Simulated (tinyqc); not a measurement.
## Surface potential of a MOS transistor: implicit equation and explicit approximations: effect of the acceptor density at fixed gate voltage

p-type body, charge-sheet picture, depletion and inversion only, full ionisation (an idealisation for deep acceptors), Boltzmann statistics (rough once Na exp(x - xn) passes about Nc/7). In units of Vt: xg = (Vg - Vfb)/Vt, x = psi/Vt, G = gamma/sqrt(Vt), xn = (2 phiF + Vc)/Vt. The implicit equation is (xg - x)^2 = G^2 [x - 1 + exp(x - xn)] for x above about 3. Cox = eps0 eox/tox.

ni = sqrt(Nc Nv) exp(-Eg/(2 Vt)), Eg in volts; phiF = Vt ln(Na/ni); gamma = sqrt(2 q eps0 eps_r Na)/Cox; VT = Vfb + Vt (xn + G sqrt(xn - 1)). Depletion value a = 1 + [sqrt(G^2/4 + xg - 1) - G/2]^2; inversion value b = xn + ln[(xg - xn)^2/G^2 - xn + 1] and first guess y = min(a, b) - ln(1 + exp(-|a - b|)) if a > xn + 1, else b = y = a; one second-order correction with D = exp(y - xn), p = 2 (xg - y) + G^2 (1 + D), w = (xg - y)^2 - G^2 (y - 1 + D): z = y + 2 w/(p + sqrt(p^2 - 2 (2 - G^2 D) w)), or the Newton step z = y + w/p where the root is not real. N_inv = (Cox Vt G/q) [sqrt(x - 1 + exp(x - xn)) - sqrt(x - 1)] at the root. Lambert form (Cox m Vt/q) W0[(G/(2 m sqrt(xn - 1))) exp((Vg - VT)/(m Vt))], m = 1 + G/(2 sqrt(xn - 1)). Errors under 1e-4 mV, and the linear form below VT, are printed as 0. Vfb is held fixed.

Parameters, values chosen for the exercise; band and dielectric values close to those of germanium:
- T = 300 K (temperature)
- Eg = 0.671 eV (band gap)
- eps_r = 16 (relative permittivity)
- Nc = 1.03e19 cm^-3 (conduction-band density of states at T)
- Nv = 6e18 cm^-3 (valence-band density of states at T)
- eox = 7.42 (relative permittivity of the gate insulator (close to silicon nitride))
- tox = 8.2 nm (insulator thickness)
- Vfb = -0.49 V (flat-band voltage)
- Vc = 0 V (channel-body voltage)
- Vg = 0.29 V (gate-body voltage)

Constants: q = 1.602176634e-19 C, kB = 1.380649e-23 J/K, Vt = kB T/q, eps0 = 8.8541878128e-14 F/cm where lengths are in cm. Results are converted to the units shown.

Result of one run:
```
Na (cm^-3),psi (V),x - xn,error of y (mV),error of z (mV),N_inv (cm^-2),Cox (Vg - VT)/q (cm^-2),Lambert form (cm^-2)
1.3e16,0.49019,5.8154,22.5,6.92,1.1225e12,1.9324e12,1.2670e12
```

What becomes of these results when the acceptor density Na is changed from 1.3e16 to 5.9e15 cm^-3, all else the same?

Result of the changed run:
```
Na (cm^-3),psi (V),x - xn,error of y (mV),error of z (mV),N_inv (cm^-2),Cox (Vg - VT)/q (cm^-2),Lambert form (cm^-2)
5.9e15,0.47349,6.7495,23.7,7.62,1.3166e12,2.2365e12,1.5164e12
```

The whole series:
```
Na (cm^-3),psi (V),x - xn,error of y (mV),error of z (mV),N_inv (cm^-2),Cox (Vg - VT)/q (cm^-2),Lambert form (cm^-2)
5.7e14,0.42164,9.4180,26.8,9.63,1.7289e12,2.9704e12,2.1144e12
1.2e15,0.43837,8.5762,25.9,9.04,1.6148e12,2.7535e12,1.9375e12
2.7e15,0.45640,7.6519,24.8,8.33,1.4748e12,2.5020e12,1.7331e12
5.9e15,0.47349,6.7495,23.7,7.62,1.3166e12,2.2365e12,1.5164e12
1.3e16,0.49019,5.8154,22.5,6.92,1.1225e12,1.9324e12,1.2670e12
2.8e16,0.50516,4.8600,21.7,6.35,8.8722e11,1.5842e12,9.8242e11
6.2e16,0.51720,3.7359,21.0,5.76,5.8020e11,1.1392e12,6.3010e11
1.4e17,0.51676,2.0899,12.4,-0.429,2.1392e11,5.4653e11,2.2682e11
```

As Na goes from 5.7e14 to 1.4e17, psi rises from 0.422 to 0.517 V, x - xn falls from 9.42 to 2.09 and N_inv falls from 1.73e12 to 2.14e11 cm^-2. The Lambert form lies between 1.06 and 1.22 times N_inv. For Na = 5.7e14, 1.2e15, 2.7e15, 5.9e15, 1.3e16, 2.8e16, 6.2e16 the electron quasi-Fermi level lies less than 2 Vt below the band edge at the surface, or above it, where degeneracy and confinement, left out, matter.

Program tinyqc, `OMP_NUM_THREADS=1 python tinyqc.py 2122021 2122022 out.jsonl`; Intel Xeon 2.30GHz, shared host, one thread, about 0.01 s.
